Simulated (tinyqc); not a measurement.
Admittance spectroscopy and thermally stimulated current of one trap level in a depletion layer. Changing the heating rate beta. Computed by tinyqc, a small Python program. Command: `OMP_NUM_THREADS=1 python tinyqc.py 3110921 3110922 out.jsonl admit sweep`. One thread of a shared host (Intel(R) Xeon(R) Processor @ 2.30GHz), about 0.01 s of CPU time with the checks.

A Schottky junction on n-type material holds one donor-like electron trap; shallow donors are fully ionised and abrupt depletion edges are assumed.

Inputs (values chosen for the exercise, modelled on n-type 4H-SiC): density-of-states mass m = 0.75 m_0; trap depth E_t below the band = 0.184 eV; capture cross section sigma = 5.5e-14 cm^2.

Constants: k_B = 1.380649e-23 J/K; m_0 = 9.1093837015e-31 kg; h = 6.62607015e-34 J s; k_B = 8.617333262e-05 eV/K.

Method:
- N_c = 2 (2 pi m k_B T/h^2)^(3/2), v_th = sqrt(3 k_B T/m), emission rate e_n = sigma v_th N_c exp(-E_t/(k_B T)).
- Thermally stimulated current without retrapping: filled share n(T) = exp(-(1/beta) int e_n dT), current proportional to e_n n; the peak obeys beta (E_t/(k_B T^2) + 2/T) = e_n(T). The integral starts at 0.5 T_m and uses 4000 trapezoid steps to 1.2 T_m.
- Chen's first-order estimate from the full width W = T_2 - T_1 between the half-height points: E = 2.52 k_B T_m^2/W - 2 k_B T_m.

One run for each value:

| heating rate beta (K/s) | peak temperature T_m (K) | E_t/(k_B T_m) | symmetry factor (T_2 - T_m)/(T_2 - T_1) | depth by Chen's formula (eV) |
|---|---|---|---|---|
| 0.01 | 65.998 | 32.353 | 0.41612 | 0.19761 |
| 0.027 | 67.852 | 31.469 | 0.41645 | 0.19782 |
| 0.072 | 69.782 | 30.599 | 0.41679 | 0.19805 |
| 0.19 | 71.796 | 29.740 | 0.41714 | 0.19828 |
| 0.52 | 74.004 | 28.853 | 0.41753 | 0.19853 |
| 1.4 | 76.305 | 27.983 | 0.41792 | 0.19880 |
| 3.7 | 78.697 | 27.132 | 0.41833 | 0.19907 |
| 10 | 81.293 | 26.266 | 0.41878 | 0.19936 |

Describe and explain the trends.

Over the rows, peak temperature T_m (K) rises from 66.0 to 81.3 (exponent d ln y / d ln x 0.028 between the first rows and 0.033 between the last); E_t/(k_B T_m) falls from 32.4 to 26.3 (exponent d ln y / d ln x -0.028 between the first rows and -0.033 between the last); symmetry factor (T_2 - T_m)/(T_2 - T_1) rises from 0.4161 to 0.4188 (exponent d ln y / d ln x 8.0e-4 between the first rows and 0.0011 between the last). A line of ln(T_m^4/beta) against 1/(k_B T_m) has the slope 0.184 eV, against E_t = 0.184 eV.

Extremes, crossings and ranges named in words are read from the listed rows.
